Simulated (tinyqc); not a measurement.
Deal-Grove kinetics of thermal oxidation of silicon: one step, computed by the program tinyqc. Command: `OMP_NUM_THREADS=1 python tinyqc.py 3023624 3023625 out.jsonl oxide walk`. One thread of a shared host (Intel(R) Xeon(R) Processor @ 2.30GHz), about 0.07 s of CPU time with the checks.

Oxidant diffuses through the oxide and reacts at the interface, so that dx/dt = B/(A + 2x) for the oxide thickness x.

Problem. Rate constants. B = B0 p exp(-E_B/(k_B T)), B/A = (B/A)0 p^m exp(-E_A/(k_B T)), p in atm; A = B/(B/A). Temperatures in kelvin are T(C) + 273.15.

Inputs (values chosen for the exercise, close to those used for silicon): prefactor B0 = 706 um^2/h; activation energy E_B = 1.22 eV; prefactor (B/A)0 = 3.69e+06 um/h; activation energy E_A = 1.98 eV; temperature T = 825 C; oxidant pressure p = 0.5 atm; pressure exponent m of B/A = 0.76.

Ambient: dry oxygen. Surface: (100).

Constants: k_B = 8.617333262e-05 eV/K.

Give: parabolic constant B; linear constant B/A; length A.

Solution.

parabolic constant B = 8.888e-04 um^2/h

linear constant B/A = 0.001784 um/h

length A = 0.4982 um

Reaction at the interface limits growth while x is well below A/2 = 0.249 um, diffusion once x is well above it.
